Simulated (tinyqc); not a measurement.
Active against total: solid solubility of a dopant against its melt (retrograde solidus), clustering and the electrically active fraction. Computed by tinyqc, a small Python program. Command: `OMP_NUM_THREADS=1 python tinyqc.py 3010661 3010662 out.jsonl retro walk`. One thread of a shared host (Intel(R) Xeon(R) Processor @ 2.30GHz), about 0.01 s of CPU time with the checks.

Inputs (values chosen for the exercise, of the order of those of antimony in silicon for the solubility):
```
quantity                                       value            unit
atoms per cluster m                                2               -
cluster scale N* at 1273 K                   1.8e+20          1/cm^3
activation energy E_b of the cluster scale      0.47              eV
anneal temperature T_a                           975               K
prefactor of n_i                            3.84e+16  1/(cm^3 K^1.5)
energy E_i in n_i                              0.606              eV
```

Clustering: clusters that take up free electrons.

Constants: k_B = 8.617333262e-05 eV/K.

Method. A highly soluble donor (another dopant than that of the solidus) is limited by clustering. Donors N_a are active, and clusters hold m atoms each: N_t = N_a + m C, m C = N* (N_a/N*)^m (n/N*)^m, each atom taking one electron, n = N_a/2 + sqrt(N_a^2/4 + n_i^2), n_i = prefactor x T^1.5 exp(-E_i/(k_B T)), with N*(T) = N*(1273 K) exp[-(E_b/k_B)(1/T - 1/1273)].

Active density (1/cm^3):
```
N_t (1/cm^3)  N_a at T_a  fraction  N_a at T_a + 150 K  N_a at T_a - 150 K
1.00e+19      9.9145e+18   0.99145          9.9893e+18          8.8623e+18
3.00e+19      2.6005e+19   0.86684          2.9302e+19          1.6462e+19
1.00e+20      4.9141e+19   0.49141          7.3207e+19          2.5237e+19
2.00e+20      6.2963e+19   0.31482          1.0142e+20          3.0948e+19
5.00e+20      8.3155e+19   0.16631          1.4021e+20          3.9754e+19
1.00e+21      1.0078e+20   0.10078          1.7267e+20          4.7679e+19
2.00e+21      1.2117e+20   0.06058          2.0945e+20          5.6984e+19
5.00e+21      1.5356e+20   0.03071          2.6707e+20          7.1912e+19
```

What does the comparison show, and why?

The exponent d ln N_a/d ln N_t falls from 0.88 to 0.26, towards 1/(2m) = 0.250. At the highest dose a 150 K hotter anneal gives 1.74 times the active density, and a later step 150 K cooler would cut it to 0.47 if it ran to equilibrium: short hot anneals come last.

Extremes, crossings and ranges named in words are read from the listed rows.
